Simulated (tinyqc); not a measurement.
# Vibrations of a mass or spring defect in a linear chain, step by step

A worked calculation. Computed by tinyqc, a small Python program that keeps every step. Command: `OMP_NUM_THREADS=1 python tinyqc.py 3029910 3029911 out.jsonl localmode walk`. One thread of a shared host (Intel(R) Xeon(R) Processor @ 2.30GHz), about 0.01 s of CPU time with the checks. Intermediate numbers are printed to about 6 digits and carried at full precision; extremes and crossings named in words are read from the listed rows.

A ring of N atoms with nearest-neighbour springs k and motion along the chain. Atom 1 is the defect, of mass M', and its two springs are k'. Odd sites are A (the defect replaces an A atom), even sites B.

Inputs (values chosen for the exercise, for a model chain): spring constant k = 8.52 eV/angstrom^2; mass M_A = 109 u; mass M_B = 342 u; defect mass M' = 25 u; spring ratio k'/k at the defect = 1; atoms in the ring N = 8; isotope mass step = 1 u.

Host: diatomic.

Constants: nu for 1 eV/(angstrom^2 u) = 15.6333042 THz.

## Band edges of the host

Host bands: lambda from 0 to 2k/M(heavy) and from 2k/M(light) to 2k (1/M_A + 1/M_B). nu = 15.6333042 THz x sqrt(lambda), lambda in eV/(angstrom^2 u).

band edges (THz): [0.00000, 3.48957, 6.18119, 7.09819]

## Dynamical matrix of the ring

D_ii = (sum of the two springs at i)/M_i, D_ij = -k_ij/sqrt(M_i M_j) for neighbours, closed into a ring.

D (eV/(angstrom^2 u)):
$$\begin{pmatrix}
0.681600 & -0.092142 & 0.000000 & 0.000000 & 0.000000 & 0.000000 & 0.000000 & -0.092142 \\
-0.092142 & 0.049825 & -0.044128 & 0.000000 & 0.000000 & 0.000000 & 0.000000 & 0.000000 \\
0.000000 & -0.044128 & 0.156330 & -0.044128 & 0.000000 & 0.000000 & 0.000000 & 0.000000 \\
0.000000 & 0.000000 & -0.044128 & 0.049825 & -0.044128 & 0.000000 & 0.000000 & 0.000000 \\
0.000000 & 0.000000 & 0.000000 & -0.044128 & 0.156330 & -0.044128 & 0.000000 & 0.000000 \\
0.000000 & 0.000000 & 0.000000 & 0.000000 & -0.044128 & 0.049825 & -0.044128 & 0.000000 \\
0.000000 & 0.000000 & 0.000000 & 0.000000 & 0.000000 & -0.044128 & 0.156330 & -0.044128 \\
-0.092142 & 0.000000 & 0.000000 & 0.000000 & 0.000000 & 0.000000 & -0.044128 & 0.049825
\end{pmatrix}$$

## Frequencies of the ring

Diagonalise D and leave out the zero eigenvalue of the uniform shift.

nonzero frequencies (THz): [2.2675, 2.3445, 3.4896, 6.3372, 6.7263, 6.9834, 13.1502]

1 mode(s) lie outside the host bands, at 13.150 THz.

## The highest mode of a long ring

The same matrix for 120 atoms; amplitudes are the mass-weighted eigenvector, in size, relative to the defect, for the highest mode; its weight is the squared component of the normalised eigenvector on the defect.

highest frequency, long ring = 13.1502 THz

weight of the highest mode on the defect = 0.961598

amplitudes on atoms 1 to 8: [1.00000e+00, 1.40851e-01, 1.13369e-02, 7.64734e-04, 6.15524e-05, 4.15204e-06, 3.34192e-07, 2.25430e-08]

ratio to the top of the host band = 1.85261

A local mode: it lies 85.3 % above the host band and its amplitude falls by a factor 184.18 every two atoms beyond the first neighbour.

## Convergence with the size of the ring

The formulas are those given above.

Highest mode:
```
N    frequency (THz)  weight on the defect  modes outside the bands
4            13.1514              0.960980                        1
6            13.1502              0.961592                        1
8            13.1502              0.961597                        1
12           13.1502              0.961598                        1
20           13.1502              0.961598                        1
40           13.1502              0.961598                        1
80           13.1502              0.961598                        1
120          13.1502              0.961598                        1
```

The local mode is within 0.01 % of its final value from N = 4 on, and its weight on the defect settles at 0.962: a bound mode needs only a cell larger than its decay length.

## Isotope shift of the local mode

Raise M' by the isotope step in the 120-atom ring. First order, good only for a step much smaller than M': Delta nu/nu = -(1/2) (weight on the defect) Delta M'/M'; a defect vibrating against fixed neighbours would give sqrt(M'/(M' + step)) - 1.

shift, exact = -1.86649 %

shift, first order = -1.92320 %

shift, fixed neighbours = -1.94193 %

The shift is 96 % of the fixed-neighbour value; all other atoms together carry 4 % of the kinetic energy of the mode.

Checks made by the program: sum of eigenvalues against the trace of D (relative difference below 1e-10).
